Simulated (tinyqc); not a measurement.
Worked calculation: Hueckel theory of the pi electrons with the omega technique, for the molecule [CH2]c1ccc(N)cc1F (SMILES; centres numbered as the heavy atoms are written). Computed by tinyqc, a small Python program that keeps every step. Settings: charge = 0, omega = 0.6, damping = 0. Command: `OMP_NUM_THREADS=1 python tinyqc.py 25828 25829 out.jsonl` (the two numbers bound the seeds that draw the settings). One thread of a shared host (Intel(R) Xeon(R) Processor @ 2.60GHz), about 0.01 s of CPU time with the checks.

## The Hueckel matrix

Centres:
```
centre  z_r, pi electrons of the neutral centre       h
1C                                            1  0.0000
2C                                            1  0.0000
3C                                            1  0.0000
4C                                            1  0.0000
5C                                            1  0.0000
6N                                            2  1.5000
7C                                            1  0.0000
8C                                            1  0.0000
9F                                            2  3.0000
```

Bonds:
```
i  j       k
1  2       1
2  3       1
3  4       1
4  5       1
5  6  0.8000
5  7       1
7  8       1
8  9  0.7000
8  2       1
```

H_rr = alpha + h_r beta, H_rs = k_rs beta for bonded centres.

Hueckel matrix in units of beta (H = alpha + beta A), lower triangle:
```
        1C      2C      3C      4C      5C      6N      7C      8C
1C  0.0000
2C  1.0000  0.0000
3C  0.0000  1.0000  0.0000
4C  0.0000  0.0000  1.0000  0.0000
5C  0.0000  0.0000  0.0000  1.0000  0.0000
6N  0.0000  0.0000  0.0000  0.0000  0.8000  1.5000
7C  0.0000  0.0000  0.0000  0.0000  1.0000  0.0000  0.0000
8C  0.0000  1.0000  0.0000  0.0000  0.0000  0.0000  1.0000  0.0000
9F  0.0000  0.0000  0.0000  0.0000  0.0000  0.0000  0.0000  0.7000

        9F
9F  3.0000
```

## Orbitals, round 1

pi electrons, sum of z_r less the charge = 11

Diagonalise; E = alpha + x beta with beta < 0, so the largest x are filled first; degenerate levels share their electrons. P = sum n_i c_ri c_si; each orbital has its largest coefficient positive (the first on a tie).

x values: 3.2011  2.2243  1.7532  0.9635  0.9423  -0.0796  -1.0308  -1.3352  -2.1388

occupations: 2.0000  2.0000  2.0000  2.0000  2.0000  1.0000  0.0000  0.0000  0.0000

coefficients:
```
       MO1      MO2      MO3      MO4      MO5      MO6      MO7      MO8
1C  0.0340   0.1225  -0.3038   0.3876   0.0118   0.7391   0.0313  -0.3791
2C  0.1090   0.2725  -0.5327   0.3735   0.0111  -0.0588  -0.0323   0.5061
3C  0.0426   0.2783  -0.3599  -0.0502  -0.4768  -0.3695   0.5060  -0.1325
4C  0.0273   0.3465  -0.0983  -0.4218  -0.4603   0.0882  -0.4893  -0.3292
5C  0.0447   0.4925   0.1876  -0.3563   0.0430   0.3625  -0.0016   0.5720
6N  0.0210   0.5440   0.5928   0.5313  -0.0617  -0.1836   0.0005  -0.1614
7C  0.0990   0.3137  -0.0471  -0.3465   0.5502   0.0298   0.4906  -0.3055
8C  0.2722   0.2052  -0.2701   0.0224   0.4754  -0.3649  -0.5041  -0.1642
9F  0.9477  -0.1852   0.1517  -0.0077  -0.1617   0.0829   0.0875   0.0265

        MO9
1C  -0.2242
2C   0.4795
3C  -0.3889
4C   0.3523
5C  -0.3645
6N   0.0801
7C   0.3633
8C  -0.4124
9F   0.0562
```

charge and bond-order matrix P, lower triangle:
```
         1C       2C       3C       4C       5C       6N       7C      8C
1C   1.0639
2C   0.6442   1.0224
3C  -0.0334   0.5180   1.0137
4C  -0.1262  -0.0310   0.7146   1.0484
5C   0.0024  -0.2082   0.0037   0.5998   0.9484
6N   0.0492   0.0758  -0.0488  -0.1460   0.3096   1.9013
7C  -0.1215  -0.0057  -0.2839   0.0205   0.6051  -0.1519   1.0672
8C  -0.0081   0.5077   0.0111  -0.2787   0.0178  -0.0534   0.7048  0.9646
9F  -0.0215  -0.0702  -0.0072   0.0562  -0.0191   0.0147  -0.1130  0.1736

        9F
9F  1.9701
```

## Omega technique, round 1

h_r = h_r(0) + omega q_r, omega = 0.6, with q_r = z_r - P_rr.

matrix after round 1, lower triangle:
```
         1C       2C       3C       4C      5C      6N       7C      8C
1C  -0.0384
2C   1.0000  -0.0134
3C   0.0000   1.0000  -0.0082
4C   0.0000   0.0000   1.0000  -0.0291
5C   0.0000   0.0000   0.0000   1.0000  0.0310
6N   0.0000   0.0000   0.0000   0.0000  0.8000  1.5592
7C   0.0000   0.0000   0.0000   0.0000  1.0000  0.0000  -0.0403
8C   0.0000   1.0000   0.0000   0.0000  0.0000  0.0000   1.0000  0.0212
9F   0.0000   0.0000   0.0000   0.0000  0.0000  0.0000   0.0000  0.7000

        9F
9F  3.0180
```

## Orbitals, round 2

As before.

x values: 3.2182  2.2429  1.7674  0.9663  0.9278  -0.0930  -1.0443  -1.3395  -2.1460

occupations: 2.0000  2.0000  2.0000  2.0000  2.0000  1.0000  0.0000  0.0000  0.0000

coefficients:
```
       MO1      MO2      MO3      MO4      MO5      MO6      MO7      MO8
1C  0.0328   0.1089  -0.2979   0.3817   0.0103   0.7407   0.0214  -0.3887
2C  0.1069   0.2484  -0.5379   0.3835   0.0100  -0.0404  -0.0215   0.5057
3C  0.0413   0.2583  -0.3729  -0.0338  -0.4826  -0.3704   0.5007  -0.1325
4C  0.0262   0.3332  -0.1242  -0.4165  -0.4618   0.0718  -0.4972  -0.3294
5C  0.0439   0.4987   0.1497  -0.3807   0.0408   0.3658   0.0041   0.5641
6N  0.0212   0.5835   0.5753   0.5137  -0.0517  -0.1771  -0.0013  -0.1557
7C  0.0968   0.3030  -0.0760  -0.3506   0.5397   0.0245   0.4938  -0.3191
8C  0.2714   0.1932  -0.2871   0.0278   0.4817  -0.3671  -0.4999  -0.1495
9F  0.9485  -0.1745   0.1607  -0.0095  -0.1613   0.0826   0.0861   0.0240

        MO9
1C  -0.2288
2C   0.4822
3C  -0.3912
4C   0.3540
5C  -0.3583
6N   0.0774
7C   0.3641
8C  -0.4084
9F   0.0554
```

charge and bond-order matrix P, lower triangle:
```
         1C       2C       3C       4C       5C       6N       7C      8C
1C   1.0436
2C   0.6446   1.0209
3C  -0.0290   0.5178   1.0203
4C  -0.1260  -0.0268   0.7142   1.0327
5C   0.0034  -0.2100   0.0005   0.6031   0.9730
6N   0.0456   0.0756  -0.0451  -0.1459   0.2959   1.9082
7C  -0.1207  -0.0062  -0.2851   0.0213   0.6079  -0.1501   1.0429
8C  -0.0098   0.5087   0.0055  -0.2800   0.0144  -0.0496   0.7047  0.9872
9F  -0.0209  -0.0706  -0.0060   0.0563  -0.0183   0.0138  -0.1121  0.1688

        9F
9F  1.9711
```

## Omega technique, round 2

As before.

matrix after round 2, lower triangle:
```
         1C       2C       3C       4C      5C      6N       7C      8C
1C  -0.0262
2C   1.0000  -0.0126
3C   0.0000   1.0000  -0.0122
4C   0.0000   0.0000   1.0000  -0.0196
5C   0.0000   0.0000   0.0000   1.0000  0.0162
6N   0.0000   0.0000   0.0000   0.0000  0.8000  1.5551
7C   0.0000   0.0000   0.0000   0.0000  1.0000  0.0000  -0.0257
8C   0.0000   1.0000   0.0000   0.0000  0.0000  0.0000   1.0000  0.0077
9F   0.0000   0.0000   0.0000   0.0000  0.0000  0.0000   0.0000  0.7000

        9F
9F  3.0174
```

## Convergence

Each round sets h_r = h_r(0) + omega (z_r - P_rr), keeping the share named as damping of the old diagonal; repeat until output and input diagonals agree to 1e-6.

Rounds:
```
round  sum n x  largest |h(out) - h(in)|
1      18.0891                  5.92e-02
2      18.1524                  1.48e-02
3      18.1504                  6.34e-03
4      18.1501                  2.78e-03
5      18.1503                  1.22e-03
6      18.1502                  5.36e-04
7      18.1502                  2.36e-04
8      18.1502                  1.04e-04
9      18.1502                  4.61e-05
10     18.1502                  2.05e-05
11     18.1502                  9.09e-06
12     18.1502                  4.04e-06
13     18.1502                  1.80e-06
14     18.1502                  8.08e-07
```

Converged in 14 rounds.

## Energy, charges, bond orders

final x values: 3.2172  2.2403  1.7660  0.9676  0.9295  -0.0911  -1.0431  -1.3400  -2.1465

occupations: 2.0000  2.0000  2.0000  2.0000  2.0000  1.0000  0.0000  0.0000  0.0000

final P, lower triangle:
```
         1C       2C       3C       4C       5C       6N       7C      8C
1C   1.0492
2C   0.6444   1.0212
3C  -0.0298   0.5179   1.0173
4C  -0.1259  -0.0276   0.7142   1.0376
5C   0.0031  -0.2097   0.0015   0.6026   0.9660
6N   0.0460   0.0753  -0.0456  -0.1455   0.2981   1.9074
7C  -0.1207  -0.0059  -0.2849   0.0204   0.6075  -0.1501   1.0502
8C  -0.0091   0.5085   0.0073  -0.2798   0.0152  -0.0500   0.7046  0.9802
9F  -0.0210  -0.0704  -0.0064   0.0563  -0.0185   0.0138  -0.1121  0.1700

        9F
9F  1.9709
```

E = sum n x; q_r = z_r - P_rr; bond order p = P_rs; free valence = sqrt(3) - sum of p over the bonds of the atom.

pi energy = 11 alpha + this times beta = 18.1502

pi charges: 1C -0.0492, 2C -0.0212, 3C -0.0173, 4C -0.0376, 5C 0.0340, 6N 0.0926, 7C -0.0502, 8C 0.0198, 9F 0.0291

Bond orders and lengths from R = 1.517 - 0.180 p (angstrom, C-C alone):
```
bond       p       R
1-2   0.6444  1.4010
2-3   0.5179  1.4238
3-4   0.7142  1.3884
4-5   0.6026  1.4085
5-6   0.2981       -
5-7   0.6075  1.4077
7-8   0.7046  1.3902
8-9   0.1700       -
8-2   0.5085  1.4255
```

free valence of the carbons: 1C 1.0877, 2C 0.0612, 3C 0.4999, 4C 0.4153, 5C 0.2239, 7C 0.4200, 8C 0.3489

gap between the highest filled and the next level = 0.9519 |beta|
